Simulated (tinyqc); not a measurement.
Worked calculation: CIS on RHF in the sto-3g basis, frozen core, for BeH2, spin multiplicity 1. One step of it, computed by the program tinyqc.

Question. Integrals over molecular orbitals. (pq|rs) = sum C_ip C_jq C_kr C_ls (ij|kl), one index at a time.

coefficients C:
```
               MO1        MO2        MO3       MO4        MO5        MO6        MO7
1Be 1s    0.991753  -0.224483   0.000000  0.000000   0.000000  -0.218133   0.000000
1Be 2s    0.031760   0.556457   0.000000  0.000000   0.000000   1.233541   0.000000
1Be 2px   0.000000   0.000000   0.000000  0.937044  -0.349212   0.000000   0.000000
1Be 2py   0.000000   0.000000   0.503496  0.000000   0.000000   0.000000   1.458926
1Be 2pz   0.000000   0.000000   0.000000  0.349212   0.937044   0.000000   0.000000
2H 1s    -0.002779   0.394465   0.404682  0.000000   0.000000  -0.822728  -1.035508
3H 1s    -0.002779   0.394465  -0.404682  0.000000   0.000000  -0.822728   1.035508
```

core Hamiltonian H = T + V (hartree):
```
            1Be 1s     1Be 2s    1Be 2px    1Be 2py    1Be 2pz      2H 1s      3H 1s
1Be 1s   -8.662872  -2.138769   0.000000   0.000000   0.000000  -0.592504  -0.592504
1Be 2s   -2.138769  -2.844690   0.000000   0.000000   0.000000  -1.310944  -1.310944
1Be 2px   0.000000   0.000000  -2.298404   0.000000   0.000000   0.000000   0.000000
1Be 2py   0.000000   0.000000   0.000000  -2.533904   0.000000  -1.342647   1.342647
1Be 2pz   0.000000   0.000000   0.000000   0.000000  -2.298404   0.000000   0.000000
2H 1s    -0.592504  -1.310944   0.000000  -1.342647   0.000000  -2.243895  -0.136295
3H 1s    -0.592504  -1.310944   0.000000   1.342647   0.000000  -0.136295  -2.243895
```

Two-electron integrals (ij|kl) in chemists' order, unique and non-zero (hartree):
```
(11|11) 2.298831    (21|11) 0.392036    (21|21) 0.079539    (22|11) 0.570988
(22|21) 0.143041    (22|22) 0.417683    (31|31) 0.014607    (32|31) 0.021888
(32|32) 0.092265    (33|11) 0.569578    (33|21) 0.143083    (33|22) 0.417589
(33|33) 0.449859    (41|41) 0.014607    (42|41) 0.021888    (42|42) 0.092265
(43|43) 0.024249    (44|11) 0.569578    (44|21) 0.143083    (44|22) 0.417589
(44|33) 0.401360    (44|44) 0.449859    (51|51) 0.014607    (52|51) 0.021888
(52|52) 0.092265    (53|53) 0.024249    (54|54) 0.024249    (55|11) 0.569578
(55|21) 0.143083    (55|22) 0.417589    (55|33) 0.401360    (55|44) 0.401360
(55|55) 0.449859    (61|11) 0.106303    (61|21) 0.021544    (61|22) 0.039007
(61|33) 0.038721    (61|41) 0.001940    (61|42) 0.003614    (61|44) 0.039600
(61|55) 0.038721    (61|61) 0.006130    (62|11) 0.229538    (62|21) 0.058192
(62|22) 0.181693    (62|33) 0.175151    (62|41) 0.007659    (62|42) 0.044559
(62|44) 0.194615    (62|55) 0.175151    (62|61) 0.017407    (62|62) 0.112293
(63|31) 0.005691    (63|32) 0.025718    (63|43) 0.007983    (63|63) 0.011163
(64|11) 0.236537    (64|21) 0.060758    (64|22) 0.199113    (64|33) 0.187348
(64|41) 0.012581    (64|42) 0.069823    (64|44) 0.222436    (64|55) 0.187348
(64|61) 0.019118    (64|62) 0.140733    (64|64) 0.183498    (65|51) 0.005691
(65|52) 0.025718    (65|54) 0.007983    (65|65) 0.011163    (66|11) 0.393992
(66|21) 0.101760    (66|22) 0.353419    (66|33) 0.327773    (66|41) 0.016714
(66|42) 0.121689    (66|44) 0.404421    (66|55) 0.327773    (66|61) 0.031458
(66|62) 0.270621    (66|64) 0.361895    (66|66) 0.774606    (71|11) 0.106303
(71|21) 0.021544    (71|22) 0.039007    (71|33) 0.038721    (71|41) -0.001940
(71|42) -0.003614   (71|44) 0.039600    (71|55) 0.038721    (71|61) 0.005582
(71|62) 0.014682    (71|64) 0.014681    (71|66) 0.025221    (71|71) 0.006130
(72|11) 0.229538    (72|21) 0.058192    (72|22) 0.181693    (72|33) 0.175151
(72|41) -0.007659   (72|42) -0.044559   (72|44) 0.194615    (72|55) 0.175151
(72|61) 0.014682    (72|62) 0.061626    (72|64) 0.060763    (72|66) 0.110702
(72|71) 0.017407    (72|72) 0.112293    (73|31) 0.005691    (73|32) 0.025718
(73|43) -0.007983   (73|63) 0.005024    (73|73) 0.011163    (74|11) -0.236537
(74|21) -0.060758   (74|22) -0.199113   (74|33) -0.187348   (74|41) 0.012581
(74|42) 0.069823    (74|44) -0.222436   (74|55) -0.187348   (74|61) -0.014681
(74|62) -0.060763   (74|64) -0.056841   (74|66) -0.106693   (74|71) -0.019118
(74|72) -0.140733   (74|74) 0.183498    (75|51) 0.005691    (75|52) 0.025718
(75|54) -0.007983   (75|65) 0.005024    (75|75) 0.011163    (76|11) 0.023186
(76|21) 0.005728    (76|22) 0.016067    (76|33) 0.015805    (76|44) 0.016582
(76|55) 0.015805    (76|61) 0.001569    (76|62) 0.007175    (76|64) 0.007995
(76|66) 0.014350    (76|71) 0.001569    (76|72) 0.007175    (76|74) -0.007995
(76|76) 0.000630    (77|11) 0.393992    (77|21) 0.101760    (77|22) 0.353419
(77|33) 0.327773    (77|41) -0.016714   (77|42) -0.121689   (77|44) 0.404421
(77|55) 0.327773    (77|61) 0.025221    (77|62) 0.110702    (77|64) 0.106693
(77|66) 0.198890    (77|71) 0.031458    (77|72) 0.270621    (77|74) -0.361895
(77|76) 0.014350    (77|77) 0.774606
```

Give: one-electron integrals over orbitals h = C^T H C; Two-electron integrals over orbitals.

Answer.

one-electron integrals over orbitals h = C^T H C (hartree):
```
         1        2        3        4        5        6        7
1  -8.6512   0.2254   0.0000   0.0000   0.0000   0.1937   0.0000
2   0.2254  -2.4649   0.0000   0.0000   0.0000  -0.1724   0.0000
3   0.0000   0.0000  -2.4270   0.0000   0.0000   0.0000  -0.2803
4   0.0000   0.0000   0.0000  -2.2984   0.0000   0.0000   0.0000
5   0.0000   0.0000   0.0000   0.0000  -2.2984   0.0000   0.0000
6   0.1937  -0.1724   0.0000   0.0000   0.0000  -1.9156   0.0000
7   0.0000   0.0000  -0.2803   0.0000   0.0000   0.0000  -1.7997
```

Two-electron integrals over orbitals (pq|rs), unique and non-zero (hartree); the lowest 1 orbital is frozen and left out:
```
(22|22) 0.3986    (32|32) 0.1644    (33|22) 0.4119    (33|33) 0.4351
(42|42) 0.0494    (43|43) 0.0147    (44|22) 0.3693    (44|33) 0.3566
(44|44) 0.4499    (52|52) 0.0494    (53|53) 0.0147    (54|54) 0.0242
(55|22) 0.3693    (55|33) 0.3566    (55|44) 0.4014    (55|55) 0.4499
(62|22) -0.0247   (62|33) -0.0477   (62|44) 0.0523    (62|55) 0.0523
(62|62) 0.0777    (63|32) -0.0947   (63|63) 0.0835    (64|42) 0.0474
(64|64) 0.0509    (65|52) 0.0474    (65|65) 0.0509    (66|22) 0.3970
(66|33) 0.4080    (66|44) 0.3674    (66|55) 0.3674    (66|62) -0.0349
(66|66) 0.4118    (72|32) -0.0443   (72|63) 0.0612    (72|72) 0.0566
(73|22) -0.0058   (73|33) -0.0211   (73|44) 0.0592    (73|55) 0.0592
(73|62) 0.0730    (73|66) -0.0264   (73|73) 0.0824    (74|43) 0.0138
(74|74) 0.0165    (75|53) 0.0138    (75|75) 0.0165    (76|32) 0.1428
(76|63) -0.0954   (76|72) -0.0558   (76|76) 0.1407    (77|22) 0.4283
(77|33) 0.4471    (77|44) 0.3912    (77|55) 0.3912    (77|62) -0.0367
(77|66) 0.4360    (77|73) -0.0111   (77|77) 0.4890
```
